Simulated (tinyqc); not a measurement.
Composition against offsets: model-solid line-up of a strained alloy layer on a substrate.

All values of the alloy are linear in x but the gap, Eg(x) = (1 - x) Eg_A + x Eg_B - C x (1 - x), and the valence edge, Ev(x) = (1 - x) Ev_A + x Ev_B + fv C x (1 - x); Ec = Ev + Eg. Ev is the top of the unstrained valence band on a scale common to all materials. In the layer only the Gamma valley of the conduction band is followed, also where an X or L valley would lie lower.

Coherent growth on a (110) face: e_par = (a_s - a)/a, e_perp = -(C11 + 3 C12 - 2 C44)/(C11 + C12 + 2 C44) e_par; exx = eyy = (e_par + e_perp)/2, ezz = e_par, exy = (e_perp - e_par)/2, eyz = ezx = 0.

Strained edges: Ec + ac tr(e); the valence edges are Ev plus the levels of the 6 x 6 matrix of X, Y, Z times spin with -Dso/3 + l exx + m (eyy + ezz) on the diagonal (cyclic), n exy off it, l = av + 2 b, m = av - b, n = sqrt(3) d. Spin-orbit term (Dso/3) L.sigma on X, Y, Z with (L_k)_ij = -i epsilon_kij: <X+|H|Y+> = -i Dso/3, <X+|H|Z-> = Dso/3, <Y+|H|Z-> = -i Dso/3, <Z+|H|X-> = -Dso/3, <Z+|H|Y-> = i Dso/3, <X-|H|Y-> = i Dso/3, and their conjugates; + and - are the spin along z.

dEc = Ec(substrate) - Ec(layer), dEv = Ev(layer) - Ev(substrate); positive values confine the carrier in the layer. Type I: both of one sign; type II: opposite signs; type III: the gaps do not overlap.

Parameters, chosen for this exercise (A near InSb, B near InAs, substrate near GaSb; not measured data): a = (6.486, 6.062) angstrom (lattice constant of A, B); Eg = (0.236, 0.413) eV (gap at Gamma to the s-like level of A, B); Dso = (0.818, 0.391) eV (spin-orbit splitting of A, B); Ev = (0, -0.59) eV (top of the unstrained valence band of A, B); ac = (-7.04, -5.13) eV (conduction deformation potential of A, B); av = (0.36, 1) eV (valence hydrostatic potential of A, B); b = (-1.97, -1.81) eV (tetragonal shear potential of A, B); d = (-4.67, -3.58) eV (trigonal shear potential of A, B); C11 = (68.5, 84.5) GPa (of A, B); C12 = (37.9, 45) GPa (of A, B); C44 = (31.3, 40.1) GPa (of A, B); C = 0.702 eV (bowing of the gap); fv = 0.7 (share of the bowing taken by the valence edge); a_s = 6.089 angstrom (substrate); Eg_s = 0.821 eV (lowest gap of the substrate); Ev_s = -0.03 eV (substrate valence edge); face = 110 (growth face).

Each composition is strained to the same substrate.

Results:
```
x     e_par (%)  relaxed gap (eV)  strained gap (eV)  valence splitting (meV)  dEc (eV)  dEv (eV)  type
0.50      -2.95             0.149              0.298                      180     0.578    -0.055    II
0.57      -2.49             0.165              0.290                      154     0.647    -0.116    II
0.64      -2.02             0.188              0.289                      127     0.712    -0.180    II
0.71      -1.55             0.217              0.294                       99     0.775    -0.248    II
0.77      -1.14             0.248              0.305                       74     0.826    -0.309   III
0.84      -0.67             0.290              0.323                       44     0.882    -0.384   III
0.91      -0.18             0.340              0.349                       12     0.935    -0.463   III
0.98       0.31             0.396              0.360                       21     0.985    -0.524   III
```

The alloy matches the substrate at x = 0.936, where the top valence edge changes its character and the splitting passes through zero. The strained gap runs from 0.298 to 0.360 eV, against 0.149 to 0.396 eV for the relaxed alloy: strain takes back part of the change that the composition makes. It is not monotonic; its extremes in the table are 0.289 and 0.360 eV. Strains above 2 % can be kept only in layers of a few nanometres. The type changes: II to III between x = 0.71 and 0.77.

Program tinyqc; command `OMP_NUM_THREADS=1 python tinyqc.py 1081080 1081081 out.jsonl`; about 0.02 s on one thread of a shared Intel(R) Xeon(R) Processor @ 2.30GHz.
